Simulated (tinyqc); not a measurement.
Single-junction solar cell, detailed-balance limit: two steps of the calculation.

Every photon above the gap Eg makes one pair and none below is absorbed; carriers thermalise at T and move without loss. Jsc = q fs X Phi(Eg, Ts); the dark current is J0 = q ge Phi(Eg, T)/ERE with the Boltzmann factor exp(V/Vt). The efficiency is the electrical power over fs X sigma Ts^4.

Parameters, values chosen for the exercise: cell temperature T = 280 K; temperature of the black-body sun Ts = 5760 K; share of the hemisphere filled by the sun fs = 2.16e-5; concentration X = 10; external radiative efficiency ERE = 1; number of faces that emit ge = 1; band gap Eg = 2.27 eV.

Constants: q = 1.602176634e-19 C, kB = 1.380649e-23 J/K, h = 6.62607015e-34 J s, c = 299792458 m/s. Results are converted to the units shown.

Question 1. Photon flux of the source, term by term. Photon flux above E from a black body at temperature T into a hemisphere: Phi(E, T) = A sum_k exp(-k E/th)[E^2 th/k + 2 E th^2/k^2 + 2 th^3/k^3], k = 1, 2, ..., with th = kB T/q in eV and A = 2 pi q^3/(h^3 c^2). The first six terms at E = Eg, T = Ts are listed; the flux takes all.

Find: th; A; terms k = 1..6; Phi(Eg, Ts).

Answer 1.

th = 0.4964 eV
A = 9.883e22 cm^-2 s^-1 eV^-3
terms k = 1..6 (eV^3): [0.04048, 1.694e-4, 1.085e-6, 8.101e-9, 6.546e-11, 5.551e-13]
Phi(Eg, Ts) = 4.017e21 cm^-2 s^-1

Question 2. Photocurrent, dark current and incident power. Jsc = q fs X Phi(Eg, Ts), J0 = q ge Phi(Eg, T)/ERE. Pin = fs X sigma Ts^4, sigma = 2 pi^5 kB^4/(15 h^3 c^2).

Wanted: Jsc; J0; Pin.

Answer 2.

Jsc = 139.0 mA/cm^2
J0 = 2.788e-35 mA/cm^2
Pin = 1348 mW/cm^2

Program tinyqc, `OMP_NUM_THREADS=1 python tinyqc.py 2820130 2820131 out.jsonl`; Intel Xeon 2.30GHz, shared host, one thread, about 0.01 s.
